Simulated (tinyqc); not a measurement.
Ellipsoidal valleys in the axes of a wafer and a channel, step by step. Values are carried at full precision from step to step, so a last printed digit may differ when a step is redone from the rounded ones.

Valleys with axes a along [111], [1-1-1], [-11-1] and [-1-11], one whole valley each; inverse mass tensor w = 1/mt + (1/ml - 1/mt) a a. Device axes: z = nz/|nz|, x = nx/|nx|, y = z cross x; in them a = (ax, ay, az). Confinement mass mz = 1/w_zz. In the plane w_ij is replaced by u_ij = w_ij - w_iz w_jz/w_zz (i, j = x, y); density-of-states mass md = 1/sqrt(det u); conductivity mass along x mc = 1/u_xx; ballistic transport mass mx = u_yy/det u, width mass my = 1/u_yy.

Constants: hbar^2/2m0 = 3.80998211 eV angstrom^2; kB = 8.617333262e-05 eV/K.

Values chosen for the exercise (near those of the L valleys of Ge; shifted at random, so the results belong to these values and not to a real crystal): ml = 1.573 m0 (longitudinal mass); mt = 0.084 m0 (transverse mass); nz = (1, 1, 1) (surface normal (confinement)); nx = (1, -1, 0) (channel direction); t = 8.3 nm (thickness of the film); T = 400 K (temperature).

## Device axes and valley axes

Give the rows x, y, z in cubic components and each valley axis in device components.

device axes:
```
    [100]    [010]    [001]
x  0.7071  -0.7071   0.0000
y  0.4082   0.4082  -0.8165
z  0.5774   0.5774   0.5774
```

valley axes:
```
              ax       ay       az
[111]     0.0000   0.0000   1.0000
[1-1-1]   0.8165   0.4714  -0.3333
[-11-1]  -0.8165   0.4714  -0.3333
[-1-11]   0.0000  -0.9428  -0.3333
```

## Tensors of the valley [-11-1]

Form w and the reduced tensor u.

w (1/m0):
```
         x       y        z
x   4.3921  4.3375  -3.0670
y   4.3375  9.4005   1.7708
z  -3.0670  1.7708  10.6526
```

u (1/m0):
```
        x       y
x  3.5090  4.8473
y  4.8473  9.1062
```

The axis is tilted against the normal, so w_xz or w_yz is not zero and the reduction changes the masses in the plane.

## Masses of all valleys

Give mz, md, mc, mx and my.

Masses (m0):
```
valley       mz      md      mc      mx      my
[111]    1.5730  0.0840  0.0840  0.0840  0.0840
[1-1-1]  0.0939  0.3439  0.2850  1.0767  0.1098
[-11-1]  0.0939  0.3439  0.2850  1.0767  0.1098
[-1-11]  0.0939  0.3439  0.0840  0.0840  1.4076
```

mz md^2 = ml mt^2 = 0.01110 for every valley, so a heavy confinement mass comes with a small density of states. The heaviest mz is 1.573, for [111].

## Subbands and shares in a film

Hard walls: E_n = c (n pi/t)^2/mz, c = hbar^2/2m0, n = 1, 2, 3. Non-degenerate share of a valley proportional to md sum_n exp(-E_n/kT); mean 1/mc = sum of share/mc. 1 nm = 10 angstrom.

Give the ladders, the shares and the mean conductivity mass.

Subbands:
```
valley   E1 (meV)  E2 (meV)  E3 (meV)  share
[111]         3.5      13.9      31.2  0.464
[1-1-1]      58.1     232.6     523.3  0.179
[-11-1]      58.1     232.6     523.3  0.179
[-1-11]      58.1     232.6     523.3  0.179
```

mean mc = 0.1123 m0

The lowest ladder ([111]) holds 46 % of the electrons in these valleys, the next starts 55 meV higher. With E3 - E1 below about 3 kT, three subbands are too few and the shares are approximate.

## Checks

- mz md^2 against ml mt^2: they agree to 1e-10 or better.
- mx my against md^2: they agree to 1e-10 or better.

Computed by tinyqc, a small Python program: `OMP_NUM_THREADS=1 python tinyqc.py 1881237 1881238 out.jsonl` (the numbers bound the seed that draws the inputs); one thread of a shared host (Intel(R) Xeon(R) Processor @ 2.30GHz), about 0.01 s for the whole set of steps.
